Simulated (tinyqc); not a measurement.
Coverage against grain size: equilibrium and kinetic segregation of a solute to boundaries and growing surfaces. Computed by tinyqc, a small Python program. Command: `OMP_NUM_THREADS=1 python tinyqc.py 3014865 3014866 out.jsonl segreg walk`. One thread of a shared host (Intel(R) Xeon(R) Processor @ 2.30GHz), about 0.01 s of CPU time with the checks.

Inputs (values chosen for the exercise, modelled on a solute in a copper line):
```
quantity                  value  unit
segregation energy Q      0.468    eV
total solute fraction x0  0.015     -
temperature T               950     K
boundary thickness delta    0.4    nm
```

Isotherm: Langmuir-McLean.

Constants: k_B = 8.617333262e-05 eV/K.

Method. With theta the solute fraction on boundary sites and x that in the grains, theta/(1 - theta) = [x/(1 - x)] exp[Q/(k_B T)]. Finite grains: boundary sites are the fraction f = 3 delta/d, and x0 = (1 - f) x + f theta; solve both equations for theta; share at boundaries = f theta/x0.

At T:
```
d (nm)    theta  x in the grains  share at boundaries (%)
15      0.17924         0.000718                   95.596
30      0.33524         0.001657                   89.398
60      0.55208         0.004039                   73.611
120     0.70976         0.007982                   47.317
250     0.77686         0.011325                   24.859
500     0.80145         0.013108                   12.823
1000    0.81233         0.014042                    6.499
5000    0.82039         0.014807                    1.313
```

What does the comparison show, and why?

From the largest grains to the smallest the share at boundaries rises from 1.3 to 96 %, and x/x0 falls to 0.048. In the dilute limit x/x0 = 1/(1 - f + f exp(Q/(k_B T))), which gives 0.040 at 15 nm.

Extremes, crossings and ranges named in words are read from the listed rows.
